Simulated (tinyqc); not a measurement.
Spreading the carriers over a thicker layer: defect, radiative and Auger recombination at equal electron and hole densities (ABC model).

J/(e d) = Ae n + B n^2 + C n^3 with Ae = A + 4 S/w (four side walls, carriers spread evenly), e = 1.602176634e-19 C, lengths in cm; internal efficiency IQE = B n^2/(Ae n + B n^2 + C n^3); all injected carriers recombine in the layer.

Values chosen for the exercise (orders of magnitude like those quoted for InGaAs; not measured data): A = 14000000 1/s (defect rate); B = 1.4e-10 cm^3/s (radiative coefficient); C = 3.1e-29 cm^6/s (Auger coefficient); S = 0 cm/s (recombination velocity of the side walls); w = 2.5 micrometre (side of the square mesa); d = 38 nm (active thickness); J = 6 A/cm^2 (current density).

d is multiplied by the factor listed, at the same J.

Results:

| factor | n (1/cm^3) | defect | radiative | Auger |
|---|---|---|---|---|
| 0.10 | 7.36e+17 | 0.105 | 0.770 | 0.126 |
| 0.20 | 5.19e+17 | 0.147 | 0.765 | 0.0879 |
| 1.0 | 2.16e+17 | 0.307 | 0.662 | 0.0316 |
| 2.0 | 1.42e+17 | 0.405 | 0.577 | 0.0182 |
| 5.0 | 7.83e+16 | 0.556 | 0.436 | 0.00756 |
| 10 | 4.75e+16 | 0.675 | 0.321 | 0.00338 |
| 20 | 2.76e+16 | 0.783 | 0.216 | 0.00132 |

Give the missing row, factor = 0.50.

Computed row:
```
factor  n (1/cm^3)  defect  radiative   Auger
0.50      3.19e+17   0.227      0.722  0.0510
```

The best factor listed is 0.1 (IQE 0.7699); the optimum factor equals J/J_peak = 0.12, a layer of 4.56 nm, since only J/d matters and the peak value 0.771 does not depend on d. A thicker layer trades Auger loss (0.126 to 0.00132) for defect loss (0.105 to 0.783).

Run: tinyqc, `OMP_NUM_THREADS=1 python tinyqc.py 1681557 1681558 out.jsonl`; Intel(R) Xeon(R) Processor @ 2.30GHz, one thread, shared host; about 0.01 s of CPU time with all checks.
